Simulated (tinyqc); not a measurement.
# Permittivity and interface capacitance from two thicknesses

Problem. 1/C = t/(eps0 ek) + 2/ci for planar capacitors that differ only in thickness. Find ek, ci and the EOT of the interfaces, 2 x 3.9 eps0/ci.

Constants: eps0 = 8.8541878128e-14 F/cm where lengths are in cm. Results are converted to the units shown.

C at t = 7.8 and 23 nm (uF/cm^2): 3.4297376  1.2270659

Answer. 1/C is a straight line in t: the slope gives ek and the intercept 2/ci. A single thickness would give only the effective permittivity; when the interfaces are a small part of 1/C, ci needs very accurate data.

ek = 32.8
ci = 87.0 uF/cm^2
EOT of the interfaces = 0.0794 nm

Computed by the program tinyqc: `OMP_NUM_THREADS=1 python tinyqc.py 2102122 2102123 out.jsonl`, one thread of a shared Intel Xeon 2.30GHz, about 0.01 s for the whole run.
